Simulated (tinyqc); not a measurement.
Three-phonon processes in a diatomic chain: dispersion, energy and momentum conservation, and decay channels of optical phonons: one step, computed by the program tinyqc. Command: `OMP_NUM_THREADS=1 python tinyqc.py 3120167 3120168 out.jsonl threeph walk`. One thread of a shared host (Intel(R) Xeon(R) Processor @ 2.30GHz), about 0.05 s of CPU time with the checks.

Cell length a, two atoms, one spring constant. x = q a/pi runs from -1 to 1; A and O are the acoustic and optical branches. Matrix elements are not computed: only conservation laws and occupation factors are followed.

Problem. Dispersion. omega^2 = k (1/m + 1/M) -/+ k sqrt((1/m + 1/M)^2 - 4 sin^2(pi x/2)/(m M)); nu = 15.6333042 THz x sqrt(omega^2) for eV/(angstrom^2 u).

Inputs (values chosen for the exercise, for a model chain): light mass m = 14 u; heavy mass M = 35.8 u; spring constant k = 8.9 eV/angstrom^2.

Constants: nu for 1 eV/(angstrom^2 u) = 15.6333042 THz.

Give: the table «Branches» with the columns nu_A (THz), nu_O (THz), for x = 0.10, 0.20, 0.35, 0.50, 0.65, 0.80, 0.90, 1.00.

Solution.

Branches:

| x | nu_A (THz) | nu_O (THz) |
|---|---|---|
| 0.10 | 1.47 | 20.74 |
| 0.20 | 2.92 | 20.59 |
| 0.35 | 5.03 | 20.17 |
| 0.50 | 7.02 | 19.57 |
| 0.65 | 8.79 | 18.84 |
| 0.80 | 10.20 | 18.12 |
| 0.90 | 10.81 | 17.76 |
| 1.00 | 11.02 | 17.63 |
